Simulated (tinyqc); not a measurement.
Kinetics of strain relaxation and threading dislocations in mismatched semiconductor layers: one step, computed by the program tinyqc.

60-degree dislocations on {111} planes of a (001) layer, isotropic elasticity. The Schmid factor is 1/sqrt(6), and a misfit segment relieves strain with b/2.

Question. Thick uniform layer and trapping in a trench. A separate case, a thick relaxed layer. Pair reactions during growth: d rho/dh = -K rho^2 with K = 2 r_A tan(psi) and threads inclined by psi = 45 degrees (the <110> lines of {111} planes), so rho = 1/(K H) for a layer that starts with far more threads than that, as highly mismatched layers do. In a trench along [110] a thread on {111} rises at 54.74 degrees across the width, and leaves through the wall below the height w tan(54.74 degrees) = sqrt(2) w; the share of threads, evenly spread over the floor, that reach the top is max(0, 1 - a/sqrt 2) for the aspect ratio a.

Inputs (values chosen for the exercise, modelled on Si(0.7)Ge(0.3) on Si):
```
quantity                                    value        unit
misfit f                                    0.012           -
reaction radius r_A                            70          nm
final thickness of a thick uniform layer H   0.87  micrometre
aspect ratio of a trench                      1.2           -
```

Give: thread density at H; share that reaches the top.

Answer.

thread density at H = 8.210e+08 1/cm^2

share that reaches the top = 0.1515

The trench is too shallow to trap all. Thickness alone needs 710 micrometre for 1e6 /cm^2. Caution: at this small misfit a layer may start with fewer threads than 1/(K H), which is then only an upper bound.
